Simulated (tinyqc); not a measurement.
# Worked calculation: implanted layer, carriers, mobility and sheet resistance

Program tinyqc, `OMP_NUM_THREADS=1 python tinyqc.py 2110160 2110161 out.jsonl`; Intel Xeon 2.30GHz, shared host, one thread, about 0.01 s. Printed values are rounded.

A p-type layer from the surface x = 0 to the junction xj, N(x) = N0 exp(-(x - Rp)^2/(2 sg^2)). Local neutrality (no depletion at surface or junction, no spilling of carriers), intrinsic carriers neglected, full ionisation of active dopants.

Inputs (values chosen for the exercise); values close to those of boron in silicon over an n-type background: temperature T = 300 K; background doping of the opposite type Nb = 1.7e17 cm^-3; peak chemical concentration N0 = 1.6e19 cm^-3; mobility limit at high doping m1 = 44.9 cm^2/(V s); mobility limit at low doping, at 300 K m2 = 484 cm^2/(V s); reference doping of the mobility law Nr = 2.28e17 cm^-3; exponent of the mobility law am = 0.736; temperature exponent of m2 bt = 2.4; solubility limit of active dopant Ns = 1.92e20 cm^-3; straggle after annealing sg = 9.4 nm; projected range Rp = 8.1 nm.

Constants: q = 1.602176634e-19 C. Results are converted to the units shown.

## Junction depth and local values

xj = Rp + sg sqrt(2 ln(N0/Nb)); 10 equal steps from 0 to xj. Active dopant A = min(N, Ns); p = A - Nb; mobility mu = m1 + (m2 (T/300 K)^(-bt) - m1)/(1 + ((A + Nb)/Nr)^am).

xj = 36.4392 nm
x, point 0 to 10 (nm): [0.0000, 3.6439, 7.2878, 10.9318, 14.5757, 18.2196, 21.8635, 25.5075, 29.1514, 32.7953, 36.4392]
N, point 0 to 10 (cm^-3): [1.10378e19, 1.42995e19, 1.59404e19, 1.52902e19, 1.26201e19, 8.96299e18, 5.47744e18, 2.88032e18, 1.30329e18, 5.07429e17, 1.7e17]
A, point 0 to 10 (cm^-3): [1.10378e19, 1.42995e19, 1.59404e19, 1.52902e19, 1.26201e19, 8.96299e18, 5.47744e18, 2.88032e18, 1.30329e18, 5.07429e17, 1.7e17]
p, point 0 to 10 (in units of 1e19 cm^-3): [1.08678, 1.41295, 1.57704, 1.51202, 1.24501, 0.87930, 0.53074, 0.27103, 0.11333, 0.03374, 0.00000]
mu, point 0 to 10 (cm^2/(V s)): [68.5336, 64.6654, 63.2256, 63.7655, 66.4519, 72.1383, 82.7043, 101.588, 133.636, 180.894, 232.395]

The mobility runs from 63.2 to 232 cm^2/(V s).

## Sheet quantities by the trapezoid rule

Dose = integral of N, carrier sheet density = integral of p, 1/Rs = q integral of p mu, mean mobility 1/(q Rs sheet density), Hall mobility (unit Hall factor) = integral of p mu^2 over integral of p mu, Hall sheet density = (integral of p mu)^2/integral of p mu^2; all from 0 to xj.

dose = 3.0203e13 cm^-2
carrier sheet density = 2.9583e13 cm^-2
Rs = 3039.3 ohm/square
mean mobility = 69.418 cm^2/(V s)
Hall mobility = 71.937 cm^2/(V s)
Hall sheet density = 2.8548e13 cm^-2

Carriers make up 97.9 % of the dose. A Hall measurement weights the mobile tail, so its sheet density is 3.5 % below the true one. With 4000 steps Rs = 3028 ohm/square; the coarse value is 0.36 % above it.
